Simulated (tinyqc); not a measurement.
Pairing against temperature: dopants and charged point defects at anneal temperature: Fermi-level effect, clustering and pairing. Computed by tinyqc, a small Python program. Command: `OMP_NUM_THREADS=1 python tinyqc.py 3001826 3001827 out.jsonl pairing walk`. One thread of a shared host (Intel(R) Xeon(R) Processor @ 2.30GHz), about 0.01 s of CPU time with the checks.

Boltzmann statistics and full ionisation of active dopants. Energies are counted from the valence band; the defect (a vacancy or self-interstitial) has five charge states, with all degeneracy factors one.

Inputs (values chosen for the exercise, with bands modelled on silicon):

| quantity | value | unit |
|---|---|---|
| site density N_s | 3.2e+22 | cm^-3 |
| pair binding energy E_b | 0.95 | eV |
| pair configurations Z | 4 | - |
| impurity diffusion prefactor D_0 | 0.0023 | cm^2/s |
| impurity migration energy E_m | 0.67 | eV |
| dielectric constant eps | 12.2 | - |
| active dopant density in the stored part N_2 | 1.3e+15 | cm^-3 |

Dopant: donor. Second part: pairing with a mobile impurity.

Constants: k_B = 8.617333262e-05 eV/K; e^2/(4 pi eps_0) = 14.39964548 eV angstrom.

Method. An oppositely charged mobile impurity (density M) pairs with the dopant: pairs/free = Z (N_2/N_s) exp(E_b/k_B T_2) for M << N_2; capture radius R = e^2/(4 pi eps eps_0 k_B T_2); D_m = D_0 exp(-E_m/k_B T_2); association rate 4 pi R D_m N_2; dissociation rate = association rate/(pairs/free); tau = 1/(sum of both).

Equilibrium and kinetics:

| T (K) | paired share | time constant (s) | D_m (cm^2/s) | effective D (cm^2/s) |
|---|---|---|---|---|
| 270 | 1.00000 | 1.6826e+05 | 7.1715e-16 | 8.1697e-27 |
| 300 | 1.00000 | 1.0498e+04 | 1.2771e-14 | 8.6312e-24 |
| 340 | 1.00000 | 5.6404e+02 | 2.6940e-13 | 1.3735e-20 |
| 380 | 1.00000 | 5.6782e+01 | 2.9909e-12 | 4.6292e-18 |
| 430 | 0.99995 | 5.9515e+00 | 3.2289e-11 | 1.4581e-15 |
| 480 | 0.99935 | 1.0096e+00 | 2.1234e-10 | 1.3846e-13 |
| 550 | 0.98801 | 1.4554e-01 | 1.6686e-09 | 2.0008e-11 |
| 650 | 0.79049 | 1.5637e-02 | 1.4685e-08 | 3.0767e-09 |

What does the comparison show, and why?

Half the impurity is paired at T = E_b/(k_B ln(N_s/(Z N_2))) = 705 K. The time constant at 300 K is 10000 s. Below 705 K pairs win, and the effective diffusivity has the activation energy E_m + E_b = 1.62 eV; above it the impurity is free and moves with E_m = 0.67 eV.
